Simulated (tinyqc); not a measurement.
Inside a calculation. Model: hydrogen passivation and dissociation of interface defects with a spread of activation energies. Computed by tinyqc, a small Python program that keeps every step. Command: `OMP_NUM_THREADS=1 python tinyqc.py 3012425 3012426 out.jsonl passivation walk`. One thread of a shared host (Intel(R) Xeon(R) Processor @ 2.30GHz), about 0.01 s of CPU time with the checks. Intermediate numbers are printed to about 5 digits and carried at full precision; extremes and crossings named in words are read from the listed rows.

Active defects P react as P + H2 -> HP + H and HP -> P + H; released atomic hydrogen is removed. All defects start active. Activation energies are normally distributed, independently for the two reactions.

Inputs (values chosen for the exercise, for a model interface):
```
quantity                        value    unit
defect density N_0            1.1e+12   cm^-2
mean passivation energy E_f      1.54      eV
spread s_f                      0.089      eV
prefactor k_f0                3.2e-09  cm^3/s
mean dissociation energy E_d     2.65      eV
spread s_d                       0.11      eV
prefactor k_d0                  6e+12     1/s
dissolved hydrogen [H2]       4.3e+16   cm^-3
anneal temperature T              830       K
anneal time t                     660       s
```

Ambient: hydrogen.

Constants: k_B = 8.617333262e-05 eV/K.

## Sites at the mean energies

a = k_f0 [H2] exp(-E_f/k_B T), b = k_d0 exp(-E_d/k_B T); the active share of one kind of site is b/(a + b) + (a/(a + b)) exp(-(a + b) t).

passivation rate a = 0.061334 1/s

dissociation rate b = 4.8674e-04 1/s

active share, single energy = 0.0078733

steady active share, single energy = 0.0078733

## A five-point average

Gauss-Hermite nodes for a unit normal variable, z = 0, +/-1.355626, +/-2.856970 with weights 0.533333, 0.222076, 0.011257; E_f + s_f z is varied at the mean E_d.

Nodes:
```
z            weight  energy (eV)  rate (1/s)  active share
-2.856970  0.011257       1.2857  2.1460e+00    2.2675e-04
-1.355626  0.222076       1.4193  3.3136e-01    1.4668e-03
0.000000   0.533333       1.5400  6.1334e-02    7.8733e-03
1.355626   0.222076       1.6607  1.1353e-02    4.1498e-02
2.856970   0.011257       1.7943  1.7530e-03    3.9581e-01
```

active share, five points = 0.018199

## Average over the spread

Full average: z from -5 to 5 in steps of 0.125 with normalised weights exp(-z^2/2), energy = mean + spread x z, over both energies.

active share = 0.037788

active defects = 4.1567e+10 cm^-2

The spread changes the active share from 0.00787 to 0.0378: sites that passivate slowly or dissociate easily weigh most in the average.

## Isochronal anneals

The formulas are those given above.

Same time, other temperatures:
```
T (K)     a (1/s)     b (1/s)  active share, single energy  active share, spread
450    7.7871e-10  1.2574e-17                      1.00000               0.99999
525    2.2660e-07  2.1841e-13                      0.99985               0.99898
600    1.5966e-05  3.3047e-10                      0.98952               0.96247
675    4.3698e-04  9.8255e-08                      0.74947               0.64851
750    6.1698e-03  9.3527e-06                      0.01842               0.14358
825    5.3831e-02  3.8884e-04                      0.00717               0.03656
900    3.2734e-01  8.6857e-03                      0.02585               0.07679
975    1.5078e+00  1.2031e-01                      0.07389               0.14786
1050   5.5840e+00  1.1448e+00                      0.17013               0.24685
1125   1.7367e+01  8.0663e+00                      0.31716               0.36558
```

The active share is lowest, 0.0366, at 825 K of those listed: below, passivation is too slow for this time, and above, dissociation competes. A single energy would promise 0.00717 (at 825 K), so among these rows the spread raises the floor by a factor 5.1.

## Isothermal kinetics

Times are decades about 1/(a + b) of the mean site. The last column is the part of the change still to come; rows stop once it is below 1e-5.

Against time:
```
t (s)  active share, single energy  active share, spread  unreacted part
0.02                       0.99877               0.99736      9.9726e-01
0.2                        0.98781               0.97484      9.7390e-01
2                          0.88461               0.81514      8.0828e-01
20                         0.29601               0.34925      3.2508e-01
200                        0.00788               0.05799      2.3006e-02
2000                       0.00787               0.03591      9.7581e-05
```

A single energy finishes within about two decades of time. With the spread the unreacted part is 0.97 at 0.2 s and still 0.023 at 200 s, where one energy leaves 4.3e-6: a width of s/k_B T = 1.24 in ln(rate) stretches the decay only mildly.

Checks made by the program: the average on a grid twice as fine (relative difference 2e-06).
